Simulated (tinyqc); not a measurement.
Worked calculation: coupled-perturbed Hartree-Fock on RHF in the sto-3g basis, for H4, spin multiplicity 1. The polarisability along this axis is zero because the basis has no function that the field can mix in; the real value is not. One step of it, computed by the program tinyqc.

Question. Iteration 1: building the Fock matrix. J_ij = sum D_kl (ij|kl), K_ij = sum D_kl (ik|jl); F = H + J - 0.5 K; E = tr D H + tr D J / 2 - 0.25 tr D K + E_nn.

D at the start, lower triangle:
```
           1H 1s      2H 1s     3H 1s     4H 1s
1H 1s   0.335338
2H 1s   0.593767   1.086515
3H 1s  -0.113274  -0.008584  1.086515
4H 1s  -0.121156  -0.113274  0.593767  0.335338
```

core Hamiltonian H = T + V (hartree), lower triangle:
```
           1H 1s      2H 1s      3H 1s      4H 1s
1H 1s  -1.314729
2H 1s  -0.880802  -1.480180
3H 1s  -0.064849  -0.337292  -1.480180
4H 1s  -0.007849  -0.064849  -0.880802  -1.314729
```

Two-electron integrals (ij|kl) in chemists' order, unique and non-zero (hartree):
```
(11|11) 0.774606   (21|11) 0.307925   (21|21) 0.156626   (22|11) 0.477065
(22|21) 0.307925   (22|22) 0.774606   (31|11) 0.012517   (31|21) 0.007392
(31|22) 0.017453   (31|31) 0.000493   (32|11) 0.054294   (32|21) 0.035275
(32|22) 0.093950   (32|31) 0.002890   (32|32) 0.018789   (33|11) 0.194442
(33|21) 0.118870   (33|22) 0.305135   (33|31) 0.012517   (33|32) 0.093950
(33|33) 0.774606   (41|11) 0.001029   (41|21) 0.000641   (41|22) 0.001621
(41|31) 0.000050   (41|32) 0.000321   (41|33) 0.001621   (41|41) 0.000006
(42|11) 0.007534   (42|21) 0.004767   (42|22) 0.012517   (42|31) 0.000425
(42|32) 0.002890   (42|33) 0.017453   (42|41) 0.000050   (42|42) 0.000493
(43|11) 0.081626   (43|21) 0.048228   (43|22) 0.118870   (43|31) 0.004767
(43|32) 0.035275   (43|33) 0.307925   (43|41) 0.000641   (43|42) 0.007392
(43|43) 0.156626   (44|11) 0.142099   (44|21) 0.081626   (44|22) 0.194442
(44|31) 0.007534   (44|32) 0.054294   (44|33) 0.477065   (44|41) 0.001029
(44|42) 0.012517   (44|43) 0.307925   (44|44) 0.774606
```

nuclear repulsion = 1.89426522 hartree

Give: Coulomb J; exchange K; Fock matrix F; total energy of this density.

Answer.

Coulomb J (hartree), lower triangle:
```
       1H 1s  2H 1s  3H 1s  4H 1s
1H 1s  1.494
2H 1s  0.834  1.896
3H 1s  0.053  0.323  1.896
4H 1s  0.006  0.053  0.834  1.494
```

exchange K (hartree), lower triangle:
```
        1H 1s  2H 1s  3H 1s  4H 1s
1H 1s   0.793
2H 1s   0.809  1.270
3H 1s   0.058  0.235  1.270
4H 1s  -0.015  0.058  0.809  0.793
```

Fock matrix F (hartree), lower triangle:
```
        1H 1s   2H 1s   3H 1s   4H 1s
1H 1s  -0.217
2H 1s  -0.451  -0.219
3H 1s  -0.041  -0.132  -0.219
4H 1s   0.006  -0.041  -0.451  -0.217
```

total energy of this density = -2.01891 hartree
